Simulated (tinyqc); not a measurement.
Long-channel MOSFET, surface-potential model: one step of the calculation.

n-channel transistor on a uniformly doped p-type body, gradual-channel approximation, constant mobility, Boltzmann statistics, full ionisation. Potentials are counted from the neutral body; V is the electron quasi-Fermi potential, Vsb at the source and Vsb + Vds at the drain. Charges are magnitudes per area.

Question. Pao-Sah current by Simpson's rule. I = mu (W/L) integral of Qi dV; Simpson's rule on the 11 points, step Vds/10, weights 1, 4, 2, ..., 4, 1 times step/3.

Inputs (values chosen for the exercise); material values close to those of silicon:
```
symbol  value        unit               meaning
mu        130  cm^2/(V s)      channel mobility
W          20          um            gate width
L         0.5          um           gate length
Vds       1.2           V  drain-source voltage
```

Qi, Pao-Sah, point 0 to 10 (nC/cm^2): 0.87967495  0.0056852174  3.4643859e-5  2.1102804e-7  1.2854437e-9  7.8300753e-12  4.7695656e-14  2.9053049e-16  1.7697202e-18  1.0779968e-20  6.5664459e-23

Find: Pao-Sah current.

Answer.

Pao-Sah current = 0.18772 uA

Gauss-Legendre quadrature on many points gives 0.1108 uA, so this value is 69 % above it; the charge-sheet current, 0.1092 uA, is 1.5 % below it.

tinyqc, about 0.03 s, one thread, Intel Xeon 2.30GHz (shared host): `OMP_NUM_THREADS=1 python tinyqc.py 2360014 2360015 out.jsonl`
